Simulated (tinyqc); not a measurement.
# Implant damage, amorphisation by cascade overlap, and solid-phase epitaxial regrowth, step by step

A worked calculation. Computed by tinyqc, a small Python program that keeps every step. Command: `OMP_NUM_THREADS=1 python tinyqc.py 3111511 3111512 out.jsonl sper walk`. One thread of a shared host (Intel(R) Xeon(R) Processor @ 2.30GHz), about 0.01 s of CPU time with the checks. Intermediate numbers are printed to about 5 digits and carried at full precision; extremes and crossings named in words are read from the listed rows.

Range and width of the damage are inputs. Dynamic annealing enters only through the surviving share f.

Inputs (values chosen for the exercise, modelled on silicon ions in silicon):
```
quantity                            value    unit
atomic density N                     49.9  1/nm^3
ion Z1                                 14       -
ion mass M1                            28       u
target Z2                              14       -
target mass M2                      28.09       u
ion energy E                           72     keV
displacement energy E_d                17      eV
depth of the damage peak R_d           65      nm
width of the damage profile s_d        37      nm
share of defects that survive f      0.68       -
critical displaced share x_c        0.089       -
dose Q                              2e+14  1/cm^2
overlaps needed n                       1       -
area amorphised by one track A_i      1.5    nm^2
regrowth prefactor v0             3.6e+15    nm/s
regrowth energy E_a                  2.71      eV
anneal temperature                    623       C
rate relative to (100)                  1       -
peak enhancement by the dopant          7       -
ramp rate                             1.1     K/s
```

Constants: a_0 = 0.529177210903 angstrom; e^2/(4 pi eps_0) = 14.39964548 eV angstrom; k_B = 8.617333262e-05 eV/K.

## Damage energy and displacements per ion

Robinson partition: eps = E a M2/(Z1 Z2 (e^2/(4 pi eps_0)) (M1 + M2)), a = 0.8853 a_0/sqrt(Z1^(2/3) + Z2^(2/3)); k = 0.0793 Z1^(2/3) Z2^(1/2) (M1 + M2)^(3/2)/((Z1^(2/3) + Z2^(2/3))^(3/4) M1^(3/2) M2^(1/2)); damage energy T_d = E/(1 + k (eps + 0.40244 eps^(3/4) + 3.4008 eps^(1/6))); displacements nu = 0.8 T_d/(2 E_d).

reduced energy eps = 1.7560

k = 0.14652

damage energy T_d = 38.004 keV

T_d/E = 0.52783

displacements per ion nu = 894.20

47 % of the energy goes to electrons.

## The amorphous layer

Displaced share x(z) = f nu Q exp(-(z - R_d)^2/(2 s_d^2))/(sqrt(2 pi) s_d N); the layer is amorphous where x > x_c, between R_d -/+ s_d sqrt(2 ln(x_max/x_c)), the upper edge being cut at the surface. Threshold dose Q_c = Q x_c/x_max.

peak displaced share x_max = 0.26277

threshold dose Q_c = 6.7739e+13 1/cm^2

upper edge = 10.554 nm

lower edge = 119.45 nm

The layer is buried, so it regrows from both sides and the two fronts meet in a defect plane.

## Damage left below the interface

Displaced atoms per area beyond the lower edge z2: f nu Q (1/2) erfc((z2 - R_d)/(sqrt2 s_d)); they are not removed by regrowth.

share of the damage beyond z2 = 0.070578

displaced atoms beyond z2 = 8.5831e+15 1/cm^2

## Layer against dose

The formulas are those given above.

Dose series; the last column is f nu Q erfc((z2 - R_d)/(sqrt2 s_d))/2:
```
Q (1/cm^2)   x_max  upper edge (nm)  lower edge (nm)  displaced atoms beyond z2 (1/cm^2)
7.45e+13    0.0979           48.860            81.14                          1.5010e+16
1.02e+14    0.1340           31.523            98.48                          1.1337e+16
1.69e+14    0.2220           14.968           115.03                          9.0588e+15
2.71e+14    0.3561            3.387           126.61                          7.8990e+15
4.74e+14    0.6228            0.000           137.99                          6.9955e+15
8.13e+14    1.0682            0.000           147.49                          6.3743e+15
1.69e+15    2.2204            0.000           158.85                          5.7535e+15
3.39e+15    4.4540            0.000           168.51                          5.3083e+15
```

A dose 46 times larger moves the lower edge from 81.1 to 169 nm, as the root of a logarithm, and the damage beyond it falls by a factor 2.8, since the edge lies on an ever steeper tail. The layer reaches the surface at Q_c exp(R_d^2/(2 s_d^2)) = 3.17e14 per cm^2.

## Overlap model

Gibbons model: a point turns amorphous after n + 1 hits; with y = A_i Q the amorphous share is 1 - exp(-y) sum_(k=0..n) y^k/k!. Doses are set by y.

Amorphous share:
```
y    Q (1/cm^2)  direct impact (n = 0)  given n
0.1  6.6667e+12                0.09516  0.00468
0.3  2.0000e+13                0.25918  0.03694
0.6  4.0000e+13                0.45119  0.12190
1.0  6.6667e+13                0.63212  0.26424
2.0  1.3333e+14                0.86466  0.59399
3.0  2.0000e+14                0.95021  0.80085
5.0  3.3333e+14                0.99326  0.95957
8.0  5.3333e+14                0.99966  0.99698
```

At small y the share grows as y^2; between the first rows the exponent is 1.88.

## Isothermal regrowth

v = v0 x orientation factor x exp(-E_a/(k_B T)) x [1 + (enhancement - 1) exp(-(z - R_d)^2/(2 s_d^2))], T = anneal temperature + 273.15 K; the dopant is taken to follow the damage profile; the lower front moves from the lower edge z2 to the surface, or to the middle (z1 + z2)/2 of a buried layer with upper edge z1; time = int dz/v; the equivalent undoped distance is that time times the undoped velocity.

undoped velocity = 2.0691 nm/s

distance to regrow = 54.446 nm

time without enhancement = 26.314 s

equivalent undoped distance = 10.774 nm

time with enhancement = 5.2073 s

The rate doubles for each 18 K or so near this temperature.

## Regrowth during a ramp

On a linear ramp from 200 C regrowth ends at the T_f where int v_undoped dT/(ramp rate) equals the equivalent undoped distance.

temperature at which regrowth ends = 589.42 C

Checks made by the program: tail against quadrature of x(z) N (relative difference below 1e-10).
